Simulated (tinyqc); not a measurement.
Error of the time step: velocity overshoot from momentum and energy balance equations after a field step. Computed by tinyqc, a small Python program. Command: `OMP_NUM_THREADS=1 python tinyqc.py 3027681 3027682 out.jsonl overshoot walk`. One thread of a shared host (Intel(R) Xeon(R) Processor @ 2.30GHz), about 0.02 s of CPU time with the checks.

At t = 0 the field jumps from 0 to F in a uniform sample. v is the drift velocity and u = w - (3/2) k_B T the excess energy per carrier.

Inputs (values chosen for the exercise, modelled on electrons in germanium except for tau_E): effective mass m = 0.12 m_0; low-field mobility mu_0 = 3900 cm^2/(V s); saturation velocity v_s = 0.6 1e7 cm/s; energy relaxation time tau_E = 0.37 ps; field after the step F = 7.9 kV/cm; lattice temperature T = 300 K; time step dt = 2.6 fs.

Scheme: explicit Euler.

Constants: m_0 = 9.1093837015e-31 kg; e = 1.602176634e-19 C; k_B = 8.617333262e-05 eV/K.

Method:
- dv/dt = e F/m - v/tau_m(u), du/dt = e F v - u/tau_E, tau_m(u) = tau_0/(1 + c u), tau_0 = m mu_0/e, c = mu_0/(e tau_E v_s^2); this choice gives the steady state v (1 + mu_0 F v/v_s^2) = mu_0 F, which saturates at v_s. Steady velocity v = 2 mu_0 F/(1 + sqrt(1 + 4 (mu_0 F/v_s)^2)); u = e F v tau_E; carrier temperature T + 2u/(3 k_B), neglecting the drift energy m v^2/2.
- Step: v_new = v + dt (e F/m - v/tau_m(u)), u_new = u + dt (e F v - u/tau_E). Start v = u = 0; the distance adds dt (v + v_new)/2.
- The peak velocity is recomputed with dt/2 and dt/4 and by an adaptive Runge-Kutta method (tolerance 1e-9).

tau_0 = 266.087 fs

acceleration e F/m = 0.0115789 1e7 cm/s per fs

c = 292.793 1/eV

steady velocity = 0.544415 1e7 cm/s

Peak velocity:
```
step      v_peak (1e7 cm/s)  error (%)
dt                   1.0158     1.0564
dt/2                 1.0104     0.5221
dt/4                 1.0078     0.2600
adaptive             1.0051     0.0000
```

What does the comparison show, and why?

The explicit scheme puts the peak 1.06 % too high; halving dt divides the error by 2.02, as a first-order method should.

Extremes, crossings and ranges named in words are read from the listed rows.
